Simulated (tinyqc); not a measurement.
Deep level as a short-range spherical well: sweeps and comparisons. A value that a table varies takes the place of the one given here.

A spherical well of radius R and depth V0 below the conduction edge, one mass m, c = hbar^2/2m0. The s level at binding Et solves k cot(k R) = -kappa with k = sqrt(m (V0 - Et)/c), kappa = sqrt(m Et/c); it exists for V0 > Vc = c (pi/2R)^2/m. Outside, psi falls as exp(-kappa r)/r.

Lucovsky model (delta well, plane-wave final states, no local-field factor): sigma = (32 pi alpha c/(3 n_r m Et)) (x - 1)^(3/2)/x^3, x = h nu/Et, c = hbar^2/2m0; 1 angstrom^2 = 1e-16 cm^2.

Constants: hbar^2/2m0 = 3.80998211 eV angstrom^2; fine-structure constant alpha = 0.007297352564; e^2/(4 pi eps0) = 14.39964547 eV angstrom; kB = 8.617333262e-05 eV/K.

Values chosen for the exercise (near those of Si; not measured data): R = 4.7 angstrom (radius of the well); m = 0.248 m0 (mass); fV = (1.03, 1.12, 1.35, 1.68, 2.32, 3.49, 4.76) (V0/Vc); n_r = 3.46 (refractive index); xs = (1.1, 1.23, 1.39, 1.72, 2.09, 3.23, 4.66, 7.15) (photon energies h nu/Et); eps = 11.7 (static dielectric constant); T = 300 K (temperature); Fs = (1, 5, 20, 50, 100, 200) kV/cm (fields).

## From threshold to a deep level

Et against the depth at fixed R; near threshold Et = (pi^2/16)(V0 - Vc)^2/Vc.

Results:
```
V0/Vc,V0 (eV),Et (eV),threshold form (eV),1/kappa (angstrom),share outside
1.03,1.767,0.0009322,0.0009527,128.4,0.964
1.12,1.922,0.01402,0.01524,33.1,0.869
1.35,2.317,0.1036,0.1297,12.2,0.689
1.68,2.883,0.3300,0.4895,6.8,0.524
2.32,3.981,0.9602,1.844,4.0,0.349
3.49,5.989,2.431,6.563,2.5,0.207
4.76,8.168,4.243,14.96,1.9,0.138
```

The threshold form holds to 10 % up to V0/Vc = 1.12 of those listed. There the state is mostly outside the well (96 % in the first row) and knows only Et, which is why a delta-well model works; more than half is inside from V0/Vc = 2.32 on. A second s level would need V0/Vc > 9. From V0/Vc = 3.49 on Et exceeds the gap of the host, about 1.1 eV, so those rows only show the model.

## Neutral against charged centre

Et = 0.36241 eV

Lucovsky cross-section, its shape relative to the peak, and the shape of a hydrogen-like centre relative to threshold: x^-4 exp(4 - 4 atan(e)/e)/(1 - exp(-2 pi/e)), e = sqrt(x - 1).

Results:
```
x,h nu (eV),sigma (1e-18 cm^2),relative to peak,hydrogen-like
1.10,0.399,7.12,0.190,0.775
1.23,0.446,17.8,0.474,0.572
1.39,0.504,27.2,0.726,0.410
1.72,0.623,36.0,0.961,0.226
2.09,0.757,37.3,0.997,0.130
3.23,1.171,29.6,0.791,0.037
4.66,1.689,20.7,0.554,0.012
7.15,2.591,12.5,0.334,0.003
```

The short-range centre starts from zero, reaches half its peak at x = 1.24 and peaks at x = 2; in the last row it still has 33 % of the peak. The Coulomb centre is largest at threshold and is down to 0.3 % there. Reading the peak as the threshold would misplace the level by a factor 2, here 0.36 eV. Rows above the gap, about 1.1 eV, are hidden by band-to-band absorption.

## Emission in a field

Barrier lowering for a charged centre (Poole-Frenkel) is 2 sqrt(q e F/eps), q = e^2/(4 pi eps0), and for the neutral well e F R; the one-dimensional enhancement is exp(lowering/kB T). 1 kV/cm = 1e-5 V/angstrom; tunnelling is left out.

Results:
```
F (kV/cm),"lowering, charged (meV)",enhancement,saddle at (angstrom),"lowering, neutral (meV)",enhancement
1,7.0,1.31,351,0.05,1.002
5,15.7,1.83,157,0.23,1.009
20,31.4,3.37,78,0.94,1.037
50,49.6,6.82,50,2.35,1.095
100,70.2,15.1,35,4.70,1.199
200,99.2,46.4,25,9.40,1.439
```

At 200 kV/cm the charged centre emits 46.4 times faster and the neutral one 1.44 times: the logarithm of the enhancement is linear in sqrt(F) for the first and in F for the second, which tells the charge state. The largest lowering is 27 % of Et.

Program tinyqc; command `OMP_NUM_THREADS=1 python tinyqc.py 1282195 1282196 out.jsonl`; about 0.01 s on one thread of a shared Intel(R) Xeon(R) Processor @ 2.30GHz.
